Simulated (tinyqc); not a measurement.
Solubility, supersaturation, precipitation and gettering of an impurity in a silicon-like host. From one set of inputs to another, one input at a time. Computed by tinyqc, a small Python program. Command: `OMP_NUM_THREADS=1 python tinyqc.py 3005429 3005430 out.jsonl ripen ladder`. One thread of a shared host (Intel(R) Xeon(R) Processor @ 2.30GHz), about 0.01 s of CPU time with the checks.

The wafer was saturated at T1 and is then held at T.

The inputs printed are set A. Inputs not listed in the table keep their values of set A, so the rows need not describe a real material.

Inputs (values chosen for the exercise, for a model impurity):
```
quantity                                   value        unit
site density N0                            5e+22      1/cm^3
enthalpy of solution H                      2.75          eV
entropy of solution S                        8.3         k_B
diffusion prefactor D0                    0.0012      cm^2/s
migration energy Q                         0.567          eV
temperature of saturation T1                1350           K
anneal temperature T                         999           K
sink density n                           3.8e+07      1/cm^3
initial sink radius r0                       6.5          nm
impurity density in the precipitate C_p  3.6e+22      1/cm^3
interface energy gamma                      0.68       J/m^2
anneal time t                                 15           s
wafer thickness w                            775  micrometre
segregation energy E_g                      0.61          eV
segregation prefactor k_0                  0.041           -
getter layer thickness t_g                  0.27  micrometre
```

Gettering: segregation gettering in a layer.

Constants: k_B = 8.617333262e-05 eV/K; k_B = 1.380649e-23 J/K.

Method:
- C_eq(T) = N0 exp(S/k_B - H/(k_B T)); D(T) = D0 exp(-Q/(k_B T)); C0 = C_eq(T1). Supersaturation s = C0/C_eq(T); critical radius r* = 2 gamma/(C_p k_B T ln s); barrier W* = (4 pi/3) gamma r*^2. Strain energy is left out.
- tau0 = 1/(4 pi n r0 D); C_fixed(t) = C_eq + (C0 - C_eq) exp(-t/tau0). If all excess precipitates, the final radius is r_f = [r0^3 + 3 (C0 - C_eq)/(4 pi n C_p)]^(1/3), with tau_f = 1/(4 pi n r_f D).
- k = k_0 exp(E_g/(k_B T)); in equilibrium the bulk keeps C/C0 = 1/(1 + k t_g/w). For a strong sink on one face the slowest diffusion mode has tau_w = 4 w^2/(pi^2 D), and C/C0 is estimated as c_eq + (1 - c_eq)(8/pi^2) sum over odd m up to 99 of exp(-m^2 t/tau_w)/m^2. Precipitation is left out here.

Each row keeps all changes above it:
```
input moved                                           from          to  tau_f (s)  final radius r_f (nm)  mean C/C0 at t
set A                                                    -           -     102.14                 123.90         0.99878
impurity density in the precipitate C_p (1/cm^3)   3.6e+22     3.4e+22     100.21                 126.28         0.99878
migration energy Q (eV)                              0.567       0.479      36.05                 126.28         0.99797
diffusion prefactor D0 (cm^2/s)                     0.0012      0.0018      24.04                 126.28         0.99751
sink density n (1/cm^3)                           38000000  4200000000       1.04                  26.44         0.99751
initial sink radius r0 (nm)                            6.5           3       1.04                  26.33         0.99751
anneal time t (s)                                       15         1.2       1.04                  26.33         0.99930
getter layer thickness t_g (micrometre)               0.27        0.35       1.04                  26.33         0.99909
```

Where does the difference come from?

tau_f goes from 102 to 1.04, a factor 0.0102 in all. The largest single move comes from sink density n (a factor 0.0432). Final radius r_f goes from 124 to 26.3, a factor 0.212 in all. The largest single move comes from sink density n (a factor 0.209). The single moves hold for this order of the switches; the total does not depend on the order.

Caution (all rows): the barrier to homogeneous nucleation is below 35 k_B T for these inputs, so new precipitates would form and outnumber the fixed sinks assumed here.

Extremes, crossings and ranges named in words are read from the listed rows.
